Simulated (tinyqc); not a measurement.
Raman shift of the zone-centre optical phonon of a diamond-structure crystal under stress. From anti-Stokes/Stokes ratio back to local temperature T. Computed by tinyqc, a small Python program. Command: `OMP_NUM_THREADS=1 python tinyqc.py 3026633 3026634 out.jsonl ramanstress inv`. One thread of a shared host (Intel(R) Xeon(R) Processor @ 2.30GHz), about 0.02 s of CPU time with the checks.

Axes x, y, z are the cube axes. Strain shifts the threefold optical mode and can split it; p, q and r are the phonon deformation potentials.

Inputs (values chosen for the exercise, for a model crystal):

| quantity | value | unit |
|---|---|---|
| unstrained frequency omega_0 | 362 | 1/cm |
| p/omega_0^2 | -2.28 | - |
| q/omega_0^2 | -1.51 | - |
| r/omega_0^2 | -1.49 | - |
| C11 | 353 | GPa |
| C12 | 146 | GPa |
| C44 | 168 | GPa |
| stress sigma (tension positive) | -0.19 | GPa |
| polarisation angle phi | 75 | degree |
| temperature coefficient d omega/dT | -0.01 | 1/(cm K) |
| laser wavelength | 632.8 | nm |

Stress state: uniaxial. Axis: [110].

Constants: h = 6.62607015e-34 J s; c = 299792458 m/s; k_B = 1.380649e-23 J/K.

Method:
- S11 = (C11 + C12)/D, S12 = -C12/D, D = (C11 - C12)(C11 + 2 C12), S44 = 1/C44.
- Uniaxial stress along the unit vector n of the axis: sigma_ij = sigma n_i n_j.
- eps_xx = S11 sigma_xx + S12 (sigma_yy + sigma_zz), and cyclic; eps_xy = S44 sigma_xy/2 (tensor strain).
- Secular matrix: M_xx = p eps_xx + q (eps_yy + eps_zz), M_xy = 2 r eps_xy; its eigenvalues are omega^2 - omega_0^2, and the shifts are these over 2 omega_0.
- Backscattering from a (001) surface: incident polarisation (cos phi, sin phi, 0). With Raman tensors (R_z)_xy = (R_z)_yx = 1 and cyclic, only the z component u_z of a mode counts: I = u_z^2 sin^2(2 phi) for parallel and u_z^2 cos^2(2 phi) for crossed polarisers. An unresolved line sits at the intensity-weighted shift, which is M_zz/(2 omega_0).
- A temperature above 300 K shifts the line by (d omega/dT)(T - 300 K); divided by the shift per stress it poses as a stress; the total shift adds it to the shift of the observed line. The anti-Stokes to Stokes ratio is [(omega_L + omega_0)/(omega_L - omega_0)]^3 exp(-h c omega_0/(k_B T)) in photon counts, omega_L = 1/wavelength, resonance effects left out.

Problem. A run gave the result below. Find the local temperature T, known to lie between 270 and 540 K.

anti-Stokes/Stokes ratio = 0.1920703

Solution.

Each step takes the trial c = (a f_b - b f_a)/(f_b - f_a), f being the result less the target and a, b, c the logarithms of the listed values; c replaces end b, the old b replaces a if the sign of f changed, and otherwise f_a is halved.

Scan of the range:

| local temperature T (K) | anti-Stokes/Stokes ratio |
|---|---|
| 270 | 0.166700 |
| 303 | 0.205673 |
| 340 | 0.247980 |
| 382 | 0.293470 |
| 429 | 0.340751 |
| 481 | 0.388542 |
| 540 | 0.437340 |

False position (Illinois rule, in the logarithm of the input) inside the bracket:

| step | end a | end b | trial | anti-Stokes/Stokes ratio |
|---|---|---|---|---|
| 1 | 270.000 | 303.000 | 291.047 | 0.191655 |
| 2 | 303.000 | 291.047 | 291.395 | 0.192064 |
| 3 | 303.000 | 291.395 | 291.405 | 0.192076 |
| 4 | 291.395 | 291.405 | 291.400 | 0.192070 |

anti-Stokes/Stokes ratio rises at every point of a 13-point scan of the range (every second point is shown), so one value fits; it is bracketed by 270 and 303. Answer: local temperature T = 291.4 K.
